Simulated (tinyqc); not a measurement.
## Rectangular fin or nanosheet with a gate all round, subbands and threshold shift from confinement: confinement against the height

Undoped body with a flat potential across it, hard walls, transport along x. Three valley pairs (g = 2 each) with the longitudinal mass along x, y or z. Non-parabolicity enters the subband edges through E (1 + al E) = gamma, so E = 2 gamma/(1 + sqrt(1 + 4 al gamma)); motion within a subband is taken as parabolic with the band-edge mass. Energies are counted from the bulk band edge.

gamma = C pi^2 [a^2/(my (t + dl)^2) + b^2/(mz (H + dl)^2)], C = hbar^2/(2 m0). Each subband has N_k = g sqrt(2 mx m0 kB T/(pi hbar^2)); without degeneracy n = exp(EF/Vt) sum N_k exp(-E_k/Vt). Classical value Nc times t H, Nc = sum over valleys of 2 g (m m0 kB T/(2 pi hbar^2))^1.5 with m = (mx my mz)^(1/3). Threshold shift dVT = Vt ln(classical value/sum N_k exp(-E_k/Vt)). With degeneracy n = sum N_k F((EF - E_k)/Vt), F(x) = (1/sqrt(pi)) int_0^infinity u^(-1/2) du/(1 + exp(u - x)); gate: Vg = EF + q n/(Cg P), P = 2 (t + H), summed over the 60 lowest subbands at most, with Vg counted from the value that would put EF at the bulk band edge of an empty body. The last two columns are for Vg = 0.6 V; sensitivity d(dVT)/dH by central differences between 0.99 and 1.01 times the value.

Parameters, values chosen for the exercise; masses close to those of silicon: temperature T = 400 K; longitudinal mass ml = 0.922 m0; transverse mass mt = 0.192 m0; non-parabolicity al = 0.5 1/eV; width (along y) t = 3.8 nm; widening of the box by penetration into the insulator dl = 0.3 nm; gate capacitance per area of interface Cg = 3.9 uF/cm^2.

Constants: q = 1.602176634e-19 C, kB = 1.380649e-23 J/K, hbar = 1.054571817e-34 J s, m0 = 9.1093837015e-31 kg, Vt = kB T/q, hbar^2/(2 m0) = 0.0380998212 eV nm^2. Results are converted to the units shown.

Confinement against the height:
```
H (nm)	E_1 (meV)	gap to the next edge (meV)	dVT (mV)	sensitivity (mV/nm)	n/P (cm^-2)	share of the lowest subband (%)
2.3	163.5	112.4	153.1	-33.34	8.661e12	71.37
3.3	138.4	23.82	122.4	-29.15	1.011e13	38.69
4.8	95.04	29.40	89.39	-14.79	1.098e13	31.73
6.9	60.23	57.25	70.57	-5.188	1.145e13	28.17
10	41.85	51.87	60.89	-1.883	1.179e13	22.04
15	32.11	24.04	55.13	-0.7080	1.203e13	15.82
21	28.18	12.52	52.22	-0.3320	1.217e13	11.69
30	26.06	6.218	50.19	-0.1534	1.227e13	8.358
```

As H grows from 2.3 to 30 nm, E_1 falls from 163 to 26.1 meV and dVT falls from 153 to 50.2 mV. E_1 goes as H^(-0.46) at the thin end; an error of 0.2 nm moves the threshold by 6.7 mV in the first row and 0.031 mV in the last. The charge per interface area rises from 8.66e12 to 1.23e13 cm^-2. In every row the charge in the last two columns would bend the potential across the body by some 30 mV or more, which is left out.

Program tinyqc, `OMP_NUM_THREADS=1 python tinyqc.py 2350129 2350130 out.jsonl`; Intel Xeon 2.30GHz, shared host, one thread, about 0.2 s.
